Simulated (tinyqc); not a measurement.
From results back to parameters: cyclotron resonance of ellipsoidal valleys, Si type. Three cases, with inputs chosen for the exercise.

Problem. The cyclotron masses of the valleys [100] and [001] at this angle were computed from hidden ml and mt.

Valleys along [100], [010], [001] (each with its opposite partner), mass ml along the axis and mt across it. B lies in the (1-10) plane, b = (sin(theta)/sqrt2, sin(theta)/sqrt2, cos(theta)). For the angle phi between B and the axis, 1/mc^2 = cos^2(phi)/mt^2 + sin^2(phi)/(mt ml). Resonance: h nu = 2 muB B/mc, h = 2 pi hbar.

Case 1.

Values chosen (out of a larger set: near those of Si; not measured data): theta = 18 degrees (angle of B from [001] towards [110]).

mc of [100] = 0.399840 m0
mc of [001] = 0.204935 m0

Case 2.

Values chosen (out of a larger set: near those of Si; not measured data): theta = 27 degrees (angle of B from [001] towards [110]).

mc of [100] = 0.349452 m0
mc of [001] = 0.207537 m0

Case 3.

Values chosen (out of a larger set: near those of Si; not measured data): theta = 64 degrees (angle of B from [001] towards [110]).

mc of [100] = 0.261183 m0
mc of [001] = 0.315810 m0

Find: X = 1/mt^2; Y = 1/(mt ml); mt; ml.

Solution.

Case 1.

X = 1/mt^2 = 25.77
Y = 1/(mt ml) = 5.277
mt = 0.197 m0
ml = 0.96 m0

With cos^2(phi) = 0.0477 and 0.9045, the two values of 1/mc^2 are linear equations for X and Y; mt = 1/sqrt(X), ml = sqrt(X)/Y.

Case 2.

X = 1/mt^2 = 27.70
Y = 1/(mt ml) = 5.947
mt = 0.190 m0
ml = 0.89 m0

With cos^2(phi) = 0.1031 and 0.7939, the two values of 1/mc^2 are linear equations for X and Y; mt = 1/sqrt(X), ml = sqrt(X)/Y.

Case 3.

X = 1/mt^2 = 27.70
Y = 1/(mt ml) = 5.822
mt = 0.190 m0
ml = 0.90 m0

With cos^2(phi) = 0.4039 and 0.1922, the two values of 1/mc^2 are linear equations for X and Y; mt = 1/sqrt(X), ml = sqrt(X)/Y.

Computed by tinyqc, one run a case: `OMP_NUM_THREADS=1 python tinyqc.py N N+1 out.jsonl` with N = 1250316, 1250379, 1251003; one thread of a shared Intel(R) Xeon(R) Processor @ 2.30GHz, about 0.01 s a run at most.
